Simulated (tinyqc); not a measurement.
Thin-film transistor with exponential tail and deep states, accumulation layer: two steps of the calculation.

An undoped film in accumulation, thicker than the space-charge layer. With band bending psi the Fermi level lies E0 - psi below the band edge. Free electrons n = n0 exp(psi/Vt) carry the current; electrons in two exponential distributions of traps, a = a0 exp(psi/Va) and d = d0 exp(psi/Vp), do not. Linear regime, ohmic contacts, traps in equilibrium.

Parameters, values chosen for the exercise; values close to those of amorphous indium gallium zinc oxide:
- T = 300 K (temperature)
- eps_r = 10 (relative permittivity of the semiconductor)
- Nc = 6.2e18 cm^-3 (density of extended states)
- Nt = 3.7e18 cm^-3 (total density of tail states)
- Tt = 370 K (characteristic temperature of the tail)
- Nd = 9.9e16 cm^-3 (total density of deep states)
- Td = 1610 K (characteristic temperature of the deep states)
- E0 = 0.67 eV (bulk Fermi level below the band edge)
- Ci = 35 nF/cm^2 (gate capacitance)
- Vg = 5.4 V (gate voltage above flat band)

Constants: q = 1.602176634e-19 C, kB = 1.380649e-23 J/K, Vt = kB T/q, eps0 = 8.8541878128e-14 F/cm where lengths are in cm. Results are converted to the units shown.

Problem 1. Bulk densities. Va = kB Tt/q, Vp = kB Td/q; n0 = Nc exp(-E0/Vt), a0 = Nt th(T/Tt) exp(-E0/Va), d0 = Nd th(T/Td) exp(-E0/Vp), th(x) = pi x/sin(pi x).

Find: Va; Vp; th(T/Tt); n0; a0; d0.

Solution 1.

Va = 0.03188 V
Vp = 0.1387 V
th(T/Tt) = 4.549
n0 = 3.443e7 cm^-3
a0 = 1.259e10 cm^-3
d0 = 8.384e14 cm^-3

Problem 2. Surface potential by Newton steps. Va = kB Tt/q, Vp = kB Td/q. G(psi) = sum over the three kinds of c0 [V (exp(psi/V) - 1) - psi], field F = sqrt(2 q G/(eps0 eps_r)); Vg = psi + eps0 eps_r F/Ci at the surface. f = psi + eps0 eps_r F/Ci - Vg, f' = 1 + q rho/(Ci F) with rho = sum c0 (exp(psi/V) - 1); psi(new) = psi - f/f'.

psi after iteration 1 = 0.62270711 V
n0 = 3.4426041e7 cm^-3
a0 = 1.2589771e10 cm^-3
d0 = 8.3835887e14 cm^-3

Wanted: F; f; f'; psi after iteration 2.

Solution 2.

F = 238.5 kV/cm
f = 1.257 V
f' = 94.81
psi after iteration 2 = 0.6095 V

Computed by the program tinyqc: `OMP_NUM_THREADS=1 python tinyqc.py 2610057 2610058 out.jsonl`, one thread of a shared Intel Xeon 2.30GHz, about 0.02 s for the whole run.
